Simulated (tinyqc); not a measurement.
Interface roughness in a thin film (subband fluctuation and scattering), step by step. Values are carried at full precision from step to step, so a last printed digit may differ when a step is redone from the rounded ones.

Square well of width t, barriers V0, c = hbar^2/2m0: E1 solves k t + 2 atan[(k/mz)/(kappa/mb)] = pi, k = sqrt(mz E/c), kappa = sqrt(mb (V0 - E)/c). One interface is rough, so the subband edge fluctuates by G dt with G = |dE1/dt| (central difference of 0.01 angstrom; 2 E1/t for hard walls).

Constants: hbar^2/2m0 = 3.80998211 eV angstrom^2; e^2/(4 pi eps0) = 14.39964547 eV angstrom; hbar = 6.58211957e-16 eV s.

Parameters, chosen for this exercise (near those of a thin GaN channel; shifted at random, so the results belong to these values and not to a real crystal):
```
symbol  value  unit         meaning
t       36     angstrom     film thickness
mz      0.202  m0           confinement mass
V0      1.9    eV           barrier
mb      0.34   m0           barrier mass
D       3.2    angstrom     rms height of the roughness
md      0.198  m0           mass in the plane
gv      1                   valleys
Lc      24     angstrom     correlation length
Ns      6.8    x 1e12/cm^2  sheet density
eps     9.3                 mean dielectric constant at the channel
Lg      150    angstrom     gate length
Wg      400    angstrom     gate width
```

## Sensitivity of the level to thickness

Give E1, G, the hard-wall values and the rms fluctuation G D.

E1 = 95.49 meV
G = |dE1/dt| = 4.3297 meV/angstrom

hard walls: E1 (meV) and G (meV/angstrom): [143.637, 7.980]

G D = 13.85 meV

Hard walls overstate G by a factor 1.84, and the scattering rate, which goes as G^2, by 3.40.

## The angular integrand

Gaussian roughness spectrum S(q) = pi D^2 Lc^2 exp(-q^2 Lc^2/4). Degenerate gas, taken to fill one subband (the second starts to fill once c kF^2/md exceeds E2 - E1, which is not tested here): kF = sqrt(2 pi Ns/gv), q = 2 kF sin(theta/2), 1/tau = (md/(2 pi c hbar)) G^2 times the integral from 0 to pi of S(q)(1 - cos theta)/eps(q)^2 dtheta, eps(q) = 1 + qs/q with screening (qs = gv md q0/(c eps), q0 = e^2/(4 pi eps0), form factors left out, which overstates the screening; other scattering is left out too, so these values lie far above measured mobilities in all but the thinnest films) or 1 without; mobility = tau c2/md with c2 = e/m0 = 1.75882e15 cm^2/(V s^2); 1e12/cm^2 = 1e-4/angstrom^2.

kF, qs, and exp(-q^2 Lc^2/4)(1 - cos theta) without and with the factor 1/eps^2 at theta = 30, 60, ..., 180 degrees.

kF = 0.06536 1/angstrom
qs = 0.0805 1/angstrom

Integrand:
```
theta  q (1/angstrom)   bare  eps(q)  screened
30             0.0338  0.114    3.38   0.00996
60             0.0654  0.270    2.23    0.0543
90             0.0924  0.292    1.87    0.0835
120            0.1132  0.237    1.71    0.0809
150            0.1263  0.188    1.64    0.0701
180            0.1307  0.171    1.62    0.0654
```

kF Lc = 1.57: the spectrum cuts off large angles, and the bare integrand is largest at 90 degrees among these rows.

## Scattering time and mobility

Integrate over theta.

Results:
```
case      integral  tau (fs)  mobility (cm^2/(V s))
bare        0.6210     368.9                   3277
screened    0.1735      1320              1.173e+04
```

Screening raises the mobility by a factor 3.6. With it kF l = 330, so by this rate the carriers are far from localisation. Phonons, and the gate field that presses carriers to the wall, limit real channels far below this value.

## Threshold variation

Averaged over an area A = Lg Wg much larger than Lc^2, the thickness varies by D sqrt(pi Lc^2/A), so sigma(Vt) = G D Lc sqrt(pi/A)/e; the Pelgrom coefficient is sigma sqrt(A) (1 micrometre = 1e4 angstrom).

rms of the mean thickness = 0.556 angstrom
sigma(Vt) = 2.406 mV
coefficient = 0.0589 mV micrometre

The electrostatic effect of the thickness is left out.

## Checks

- G from the envelope at the wall, psi(t/2)^2 (E1 + c mz (kappa/mb)^2), against the difference quotient, meV/angstrom: both 4.330.
- Bare integral for Lc -> 0 against pi: both 3.1416.

Program tinyqc; command `OMP_NUM_THREADS=1 python tinyqc.py 1250934 1250935 out.jsonl`; about 0.01 s on one thread of a shared Intel(R) Xeon(R) Processor @ 2.30GHz.
